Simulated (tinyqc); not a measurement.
The integration grid: Kohn-Sham M06L on finer and finer grids in the sto-3g basis, for BeH, spin multiplicity 2. Computed by the program tinyqc with PySCF. 

Geometry (angstrom):

| atom | x | y | z |
|---|---|---|---|
| Be | 0.0000 | 0.0000 | 0.0000 |
| H | 0.0000 | 0.0000 | 1.9020 |

Self-consistent on each grid; the net force on the molecule should vanish.

Kohn-Sham energy on Becke grids (radial x angular points per atom):

| grid | points | residual of the electron count | E (hartree) | E - finest (mhartree) | largest net force without grid terms (hartree/bohr) |
|---|---|---|---|---|---|
| 10 x 14 | 275 | -2.70e-03 | -14.99049 | -22.98440 | 1.01e-01 |
| 15 x 26 | 772 | -1.36e-02 | -14.94490 | 22.60224 | 2.76e-02 |
| 20 x 50 | 1990 | 9.24e-04 | -14.95574 | 11.76244 | 1.45e-02 |
| 30 x 86 | 5144 | 4.29e-04 | -14.96932 | -1.82021 | 1.74e-03 |
| 50 x 194 | 19373 | 3.62e-06 | -14.96744 | 0.06603 | 5.87e-04 |
| 75 x 302 | 45243 | -7.29e-07 | -14.96751 | -0.00350 | 3.83e-05 |
| 120 x 590 | 141474 | -1.28e-08 | -14.96750 | 0.00000 | 6.94e-07 |

The energy is within 0.1 mhartree of the finest grid first at 50 x 194. The error has both signs, since quadrature is not variational. The electron count and the net force are cheap signs of a poor grid.
